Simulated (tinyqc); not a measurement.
Threshold spread from leakage statistics.

Question. VT is Gaussian with standard deviation s and Ioff goes as exp(-VT/(n Vt)), so Ioff is log-normal: mean/median = exp(w^2/2) with w = s/(n Vt). Find w, s, the relative standard deviation sqrt(exp(w^2) - 1) and the share of devices that leak more than the mean, erfc(w/(2 sqrt(2)))/2.

Values chosen for this exercise:
- T = 273 K (temperature)
- n = 1.22 (subthreshold factor)

Constants: q = 1.602176634e-19 C, kB = 1.380649e-23 J/K, Vt = kB T/q. Results are converted to the units shown.

mean/median of the off current = 1.1945918

Answer. w = sqrt(2 ln(mean/median)); the mean lies w/2 standard deviations out in ln Ioff.

w = 0.5963
s = 17.12 mV
relative standard deviation = 0.6535
share above the mean = 38.28 %

Numbers from tinyqc (`OMP_NUM_THREADS=1 python tinyqc.py 2090120 2090121 out.jsonl`; about 0.01 s on one thread of a shared Intel Xeon 2.30GHz).
